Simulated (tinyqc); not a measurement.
From results back to parameters: smearing for a one-band metal on the bcc lattice. Four cases, with inputs chosen for the exercise.

Problem. With Gaussian smearing, f = erfc(x)/2, s = exp(-x^2)/(2 sqrt(pi)), x = (E_k - mu)/sigma and free energy F = E - sigma S, small widths give F(sigma) = E0 - D sigma^2/4, where D is the density of states at the Fermi level (both spins, per cell). F at two widths was computed from hidden E0 and D.

Find: D; E0.

Method. D = 4 (F(s1) - F(s2))/(s2^2 - s1^2); E0 = F(s1) + D s1^2/4.

Case 1.

Values chosen: s1 = 0.117 eV; s2 = 0.234 eV.
F(s1) = -2.3594113 eV
F(s2) = -2.3753453 eV

Solution.

D = 1.552 1/eV
E0 = -2.3541 eV

Case 2.

Values chosen: s1 = 0.034 eV; s2 = 0.068 eV.
F(s1) = -0.5666731 eV
F(s2) = -0.5677924 eV

Solution.

D = 1.291 1/eV
E0 = -0.5663 eV

Case 3.

Values chosen: s1 = 0.069 eV; s2 = 0.138 eV.
F(s1) = -1.0417626 eV
F(s2) = -1.0500503 eV

Solution.

D = 2.321 1/eV
E0 = -1.0390 eV

Case 4.

Values chosen: s1 = 0.136 eV; s2 = 0.272 eV.
F(s1) = -2.3959218 eV
F(s2) = -2.4061870 eV

Solution.

D = 0.740 1/eV
E0 = -2.3925 eV

Computed by tinyqc, one run a case: `OMP_NUM_THREADS=1 python tinyqc.py N N+1 out.jsonl` with N = 1650339, 1650422, 1650428, 1650666; one thread of a shared Intel(R) Xeon(R) Processor @ 2.30GHz, about 0.3 s a run at most.
